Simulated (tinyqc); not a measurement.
Two-step dopant diffusion (predeposition and drive-in) with a constant diffusivity: one step, computed by the program tinyqc.

Fick diffusion into a half space x > 0 whose background doping C_B is of the opposite type, so that a junction lies where C = C_B.

Task: Drive-in as a Gaussian. With a sealed surface and a thin source, C = Q/sqrt(pi (Dt)2) exp(-x^2/(4 (Dt)2)); x_j = 2 sqrt((Dt)2 ln(C(0)/C_B)); gradient at the junction |dC/dx| = C_B x_j/(2 (Dt)2).

Inputs (values chosen for the exercise, modelled on phosphorus in silicon):

| quantity | value | unit |
|---|---|---|
| surface concentration C_s | 2e+20 | 1/cm^3 |
| background doping C_B | 9.2e+16 | 1/cm^3 |
| predeposition temperature T1 | 875 | C |
| drive-in temperature T2 | 1075 | C |

dose Q = 1.900924e+14 1/cm^2

drive-in budget (Dt)2 = 5.302034e-10 cm^2

Give: surface concentration C(0) (Gaussian); junction depth x_j; gradient at the junction.

Result:

surface concentration C(0) (Gaussian) = 4.6577e+18 1/cm^3

junction depth x_j = 0.91231 um

gradient at the junction = 7.9151e+21 1/cm^4

Caution: C_s exceeds the intrinsic carrier density of silicon at the predeposition temperature (2e18 to 1e19 per cm^3), where real diffusivities rise with concentration and profiles turn box-like.
